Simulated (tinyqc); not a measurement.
Changing the exponent s: Hall factor, magnetoresistance and optical conductivity for a power-law relaxation time. Computed by tinyqc, a small Python program. Command: `OMP_NUM_THREADS=1 python tinyqc.py 3027009 3027010 out.jsonl magneto sweep`. One thread of a shared host (Intel(R) Xeon(R) Processor @ 2.30GHz), about 0.01 s of CPU time with the checks.

One spherical parabolic band, tau(E) = tau_0 x^s with x = E/(k_B T). Landau quantisation is left out.

Inputs (values chosen for the exercise, with a mass close to that of holes in silicon): effective mass m = 0.39 m_0; tau_0 = 220 fs; reduced Fermi level eta = 6.2; temperature T = 250 K.

Constants: m_0 = 9.1093837015e-31 kg; k_B = 1.380649e-23 J/K; hbar = 1.054571817e-34 J s; e = 1.602176634e-19 C.

Method:
- <y> = int y x^(3/2) f (1 - f) dx / int x^(3/2) f (1 - f) dx, f = 1/(1 + exp(x - eta)).
- Integrals over x = E/(k_B T) use 160 Gauss-Legendre points in u = sqrt(x) from 0 to sqrt(max(eta, 0) + 45).
- n = (2 m k_B T)^(3/2)/(3 pi^2 hbar^3) int x^(3/2) f (1 - f) dx; moments in units of tau_0.
- mu = e <tau>/m; weak field r_H = <tau^2>/<tau>^2 and MR = c (mu B)^2, c = <tau^3>/<tau>^3 - r_H^2; strong field r_H = 1 and MR = <tau> <1/tau> - 1.

One run for each value:
```
exponent s  weak-field Hall factor  saturation MR (%)  coefficient c
-0.50                        1.020               1.75         0.0244
-0.35                        1.009               0.85         0.0103
-0.20                        1.003               0.28         0.0030
0.25                         1.004               0.43         0.0041
0.50                         1.016               1.75         0.0159
1.00                         1.063               7.27         0.0677
1.50                         1.144              17.53         0.1806
2.00                         1.265              35.16         0.4191
```

What does the table show, and why?

Over the rows, weak-field Hall factor goes from 1.02 through a minimum among these rows, 1.00 at -0.200, to 1.27; saturation MR (%) goes from 1.75 through a minimum among these rows, 0.277 at -0.200, to 35.2; coefficient c goes from 0.0244 through a minimum among these rows, 0.00303 at -0.200, to 0.419. All three vanish or equal 1 at s = 0 and grow with |s| on either side, since only the spread of tau counts.

Extremes, crossings and ranges named in words are read from the listed rows.
